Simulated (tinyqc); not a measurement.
Interface traps from C-V curves, high-low and Terman methods: two steps of the calculation.

MOS capacitor on an n-type substrate; psi is the band bending, negative in depletion; only majority carriers are counted. At the bending psi the Fermi level lies y = xi - psi below the conduction edge at the surface, xi = Vt ln(Nc/Nd). Dit(y) = D0 + D1 exp(-y/E1); traps fill up to the Fermi level, follow the bias and a slow signal, and do not follow a fast one. V is the gate voltage from flat band.

Parameters, values chosen for the exercise; band and dielectric values close to those of 4H silicon carbide: temperature T = 250 K; relative permittivity eps_r = 9.79; conduction-band density of states at T Nc = 1.3e19 cm^-3; donor density Nd = 2.4e17 cm^-3; equivalent oxide thickness EOT = 4.8 nm; trap density far from the band edge D0 = 5.8e11 cm^-2 eV^-1; band-tail density at the conduction edge D1 = 1.3e13 cm^-2 eV^-1; decay energy of the tail E1 = 0.19 eV; points n = 7; deepest band bending pa = -0.9 V; shallowest band bending pb = -0.032 V.

Constants: q = 1.602176634e-19 C, kB = 1.380649e-23 J/K, Vt = kB T/q, eps0 = 8.8541878128e-14 F/cm where lengths are in cm. Results are converted to the units shown.

Task 1. The curves. Cox = 3.9 eps0/EOT, LD = sqrt(eps0 eps_r Vt/(q Nd)), u = psi/Vt, Cd = (eps0 eps_r/(sqrt(2) LD)) |exp(u) - 1|/sqrt(exp(u) - u - 1). Ideal V0 = psi - sqrt(2) (eps0 eps_r Vt/LD) sqrt(exp(u) - u - 1)/Cox for psi < 0; the traps add dV = (q/Cox) times the integral of Dit from 0 to psi = (q/Cox) [D0 psi + D1 E1 exp(-xi/E1) (exp(psi/E1) - 1)]. 1/C_HF = 1/Cox + 1/Cd, 1/C_LF = 1/Cox + 1/(Cd + q Dit). Take n equally spaced psi from pa to pb.

Give: psi; y; Dit; V0; V; C_HF; C_LF; Cox.

Result 1.

| point | psi (V) | y (eV) | Dit (cm^-2 eV^-1) | V0 (V) | V (V) | C_HF (nF/cm^2) | C_LF (nF/cm^2) |
|---|---|---|---|---|---|---|---|
| 0 | -0.9000 | 0.9860 | 6.525e11 | -1.236 | -1.699 | 115.6 | 181.2 |
| 1 | -0.7553 | 0.8413 | 7.352e11 | -1.063 | -1.504 | 124.6 | 195.5 |
| 2 | -0.6107 | 0.6967 | 9.123e11 | -0.886 | -1.301 | 136.3 | 218.8 |
| 3 | -0.4660 | 0.5520 | 1.292e12 | -0.705 | -1.085 | 152.6 | 257.3 |
| 4 | -0.3213 | 0.4073 | 2.104e12 | -0.518 | -0.845 | 177.6 | 318.9 |
| 5 | -0.1767 | 0.2627 | 3.842e12 | -0.318 | -0.553 | 225.1 | 408.1 |
| 6 | -0.0320 | 0.1180 | 7.566e12 | -0.076 | -0.135 | 380.2 | 530.4 |

Cox = 719.4 nF/cm^2

At the deepest bending the traps stretch the gate voltage from -1.24 to -1.70 V.

Task 2. Terman extraction. psi at each point follows from C_HF and the ideal curve. Dit = (Cox/q) d(V - V0)/dpsi by central differences over the two neighbours.

| point | psi (V) | V0 (V) | V (V) |
|---|---|---|---|
| 0 | -0.90000000 | -1.2363796 | -1.6993949 |
| 1 | -0.75533333 | -1.0627698 | -1.5035984 |
| 2 | -0.61066667 | -0.8861355 | -1.3007830 |
| 3 | -0.46600000 | -0.7052677 | -1.0851809 |
| 4 | -0.32133333 | -0.5178403 | -0.8447044 |
| 5 | -0.17666667 | -0.3180233 | -0.5526213 |
| 6 | -0.03200000 | -0.0764430 | -0.1348005 |

Cox = 719.40276 nF/cm^2

Find: Dit by Terman.

Result 2.

Dit by Terman, point 1 to 5 (cm^-2 eV^-1): [7.5062e11, 9.4535e11, 1.3623e12, 2.2551e12, 4.1669e12]

The differences overstate the curved tail; the largest error is 8.4 %, at point 5.

tinyqc, about 0.01 s, one thread, Intel Xeon 2.30GHz (shared host): `OMP_NUM_THREADS=1 python tinyqc.py 2030077 2030078 out.jsonl`
